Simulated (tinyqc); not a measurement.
Round or elliptic silicon nanowire with anisotropic valleys (Ritz method): one step. Lowest level in this basis. Three cases, with inputs chosen for the exercise.

Problem. Solve H p = E S p for the wire level; give E, the ratios p2/p1 and p3/p1, and H11/S11.

Case 1.

S, rows 1, u^2, v^2 and columns alike:
```
[[1.04719755, 0.13089969, 0.13089969],
 [0.13089969, 0.03926991, 0.01308997],
 [0.13089969, 0.01308997, 0.03926991]]
```

H (meV), rows 1, u^2, v^2 and columns alike:
```
[[38.674684, 6.445781, 6.445781],
 [6.445781, 7.756155, 0.805723],
 [6.445781, 0.805723, 3.523961]]
```

Case 2.

S, rows 1, u^2, v^2 and columns alike:
```
[[1.04719755, 0.13089969, 0.13089969],
 [0.13089969, 0.03926991, 0.01308997],
 [0.13089969, 0.01308997, 0.03926991]]
```

H (meV), rows 1, u^2, v^2 and columns alike:
```
[[39.386398, 6.564400, 6.564400],
 [6.564400, 7.884937, 0.820550],
 [6.564400, 0.820550, 3.602762]]
```

Case 3.

S, rows 1, u^2, v^2 and columns alike:
```
[[1.04719755, 0.13089969, 0.13089969],
 [0.13089969, 0.03926991, 0.01308997],
 [0.13089969, 0.01308997, 0.03926991]]
```

H (meV), rows 1, u^2, v^2 and columns alike:
```
[[50.260126, 8.376688, 8.376688],
 [8.376688, 10.374300, 1.047086],
 [8.376688, 1.047086, 4.284903]]
```

Give: E; ratios; one function.

Solution.

Case 1.

E = 35.0 meV

ratios: [-0.25, -0.83]

one function = 36.9 meV

The two added functions lower the level by 1.9 meV (5.2 %), mostly by narrowing the state along v, the direction in which the stretched ellipse is long.

Case 2.

E = 35.7 meV

ratios: [-0.25, -0.82]

one function = 37.6 meV

The two added functions lower the level by 1.9 meV (5.1 %), mostly by narrowing the state along v, the direction in which the stretched ellipse is long.

Case 3.

E = 45.3 meV

ratios: [-0.24, -0.94]

one function = 48.0 meV

The two added functions lower the level by 2.7 meV (5.7 %), mostly by narrowing the state along v, the direction in which the stretched ellipse is long.

Computed by tinyqc, one run a case: `OMP_NUM_THREADS=1 python tinyqc.py N N+1 out.jsonl` with N = 1282145, 1282166, 1282176; one thread of a shared Intel(R) Xeon(R) Processor @ 2.30GHz, about 0.06 s a run at most.
